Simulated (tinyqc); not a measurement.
AlGaN/GaN HEMT with access regions, lumped model: one step of the calculation.

A polarisation-induced electron sheet under a Schottky gate, in series with two ungated access regions and contacts. Drift law v = mu E/(1 + mu E/vs) under the gate. Currents in mA/mm, resistances in ohm mm. No self-heating, no channel-length modulation; fits for polarisation, barrier and offset are chosen for the exercise.

Question. On-resistance and breakdown. sigma = (5e13 x + 1.6e13 x^2) cm^-2, phiB = 0.84 + 1.3 x, dEc = 0.7 (1.71 x + x^2) in volts, Cb = eps0 eps_r/d, VT = phiB - dEc - q sigma/Cb, access density n0 = -Cb VT/q. Ron = 2 Rc + Ls/(q mu n0) + Ld/(q mu (1 - ft) n0) + Lg/(mu Cb (Vg - VT)). Off state: a depleted stretch that holds the voltage V has the peak field sqrt(k V), k = 2 q n0/(eps0 eps_r te), so one edge holds V1 = Ec^2/k. The sheet under the plate pinches off at Vf = q n0 (1/Cb + tf/(eps0 ei)); beyond it the gate edge is screened. BV = V1 if Vf >= V1, else Vf + V1, and at most Ec Ld. Specific resistance Ron (Ls + Lg + Ld); figure of merit BV^2 over it.

Inputs (values chosen for the exercise); values close to those of AlGaN/GaN structures:
```
symbol,value,unit,meaning
x,0.27,,aluminium share of the barrier
d,30,nm,barrier thickness
eps_r,9.1,,relative permittivity of barrier and channel
mu,1900,cm^2/(V s),channel mobility
vs,1.3e7,cm/s,saturation velocity
Lg,0.25,um,gate length
Ls,0.5,um,source access length
Ld,1.5,um,drain access length
Rc,0.43,ohm mm,resistance of each contact
ft,0.35,,share of the drain-access electrons removed by traps
Vg,0,V,gate voltage
Ec,3.3,MV/cm,critical field
te,0.47,um,depth over which the depleted charge spreads
tf,100,nm,insulator under the field plate
ei,7,,relative permittivity of that insulator
```

Constants: q = 1.602176634e-19 C, eps0 = 8.8541878128e-14 F/cm where lengths are in cm. Results are converted to the units shown.

Find: Ron; Vf; V1; BV; specific resistance; figure of merit.

Answer.

Ron = 1.615 ohm mm
Vf = 42.31 V
V1 = 96.79 V
BV = 139.1 V
specific resistance = 0.03635 mohm cm^2
figure of merit = 532.3 MW/cm^2

The plate raises BV by a factor of 1.44.

tinyqc, about 0.03 s, one thread, Intel Xeon 2.30GHz (shared host): `OMP_NUM_THREADS=1 python tinyqc.py 2570122 2570123 out.jsonl`
